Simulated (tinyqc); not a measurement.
Adding atomic layers: valley splitting of a silicon quantum well in envelope theory.

The well lies at 0 < z < L; U(z) = V0 [1/(1 + exp(z/w)) + 1/(1 + exp((L - z)/w))] - e F z, 1 mV/nm = 1e-4 eV/angstrom. The envelope psi solves -(c/ml) psi'' + U psi = E psi, c = hbar^2/2m0, by three-point differences on a grid of 0.1 angstrom from -40 to L + 40 angstrom. The two valleys at +/- k0 couple through D = C0 times the integral of exp(-i q z) U(z) psi^2, q = 2 k0 (2 pi/a), and split by Ev = 2|D|.

Constants: hbar^2/2m0 = 3.80998211 eV angstrom^2.

Inputs chosen for the exercise (near those of a strained Si well in SiGe; the results hold for these values, not for the real material): V0 = 0.16 eV (conduction offset); ml = 0.901 m0 (mass along z); F = 4.3 mV/nm (field pressing towards the upper interface); k0 = 0.844 2 pi/a (valley position); a = 5.431 angstrom (lattice constant); C0 = 0.281 (Bloch overlap factor); Ls = (64, 65.4, 66.7, 68.1, 69.4, 70.8, 72.1, 73.5) angstrom (widths in steps of one atomic layer, a/4, rounded to the grid); F2 = 0 mV/nm (second field, zero or weak); w1 = 0.4 angstrom (interface width for this table).

The smooth splitting Ev = 2|D| with w = w1, at the field F2 and at F.

Results:

| L (angstrom) | q L mod 2 pi | Ev at F2 (micro-eV) | Ev at F (micro-eV) |
|---|---|---|---|
| 64.0 | 5.60 | 35.9 | 60.8 |
| 65.4 | 2.05 | 24.6 | 56.4 |
| 66.7 | 4.59 | 43.0 | 63.4 |
| 68.1 | 1.04 | 2.05 | 52.5 |
| 69.4 | 3.58 | 38.8 | 60.8 |
| 70.8 | 0.03 | 16.8 | 54.1 |
| 72.1 | 2.57 | 26.3 | 56.1 |
| 73.5 | 5.31 | 28.3 | 56.5 |

What does the comparison show, and why?

At F2 the splitting swings between 2.05 and 43 micro-eV, a ratio of 21, as the two interfaces add with the phase q L, which advances on average by 2.65 rad a layer. At F the ratio is 1.21, where in the first row psi^2 at the upper interface is 8.05 times that at the lower one: one interface dominates and the interference fades.

tinyqc: `OMP_NUM_THREADS=1 python tinyqc.py 1281499 1281500 out.jsonl`; about 0.2 s, one thread, shared Intel(R) Xeon(R) Processor @ 2.30GHz.
